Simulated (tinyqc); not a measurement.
Grain-boundary trapping model (Seto) of a polycrystalline semiconductor film: one step, computed by the program tinyqc.

Grains of equal size L are joined by thin boundaries with one trap level. Trapped carriers deplete a width W on each side and raise a barrier, crossed by thermionic emission. Dopants are fully ionised, statistics are non-degenerate and mu_g does not depend on T.

Task: Barrier. N_c(T) = N_c (T/300 K)^(3/2). Filled traps Q = Q_t/(1 + (1/2) exp((E_t* - E_F)/k_B T)), where E_t* = e V_B - E_t and E_F are counted from the band edge at the grain centre. Partial depletion: Q = 2 N W, V_B = e N W^2/(2 eps eps_0), E_F = k_B T ln(N/N_c); solve for W. If that W would exceed L/2 the grain is fully depleted: W = L/2, Q = N L, and E_F follows from the trap equation. Centre density n_0 = N_c exp(E_F/k_B T).

Inputs (values chosen for the exercise, modelled on polycrystalline ZnO):
```
quantity                                     value    unit
permittivity eps                               8.3       -
effective density of states at 300 K, N_c  3.6e+18  1/cm^3
grain size L                                    41      nm
trap density Q_t                           1.1e+12  1/cm^2
trap level E_t below the band edge            0.49      eV
doping N                                   4.3e+16  1/cm^3
temperature T                                  250       K
```

Grain interior: resistance included.

Constants: k_B = 8.617333262e-05 eV/K; e = 1.602176634e-19 C; eps_0 = 8.8541878128e-12 F/m.

Give: depletion width W; barrier V_B; E_F; centre density n_0.

Result:

depletion width W = 20.5 nm

barrier V_B = 0.019698 V

E_F = -0.52091 eV

centre density n_0 = 8.6369e+07 1/cm^3

The grain is fully depleted, and n_0 is 2.01e-9 of N.
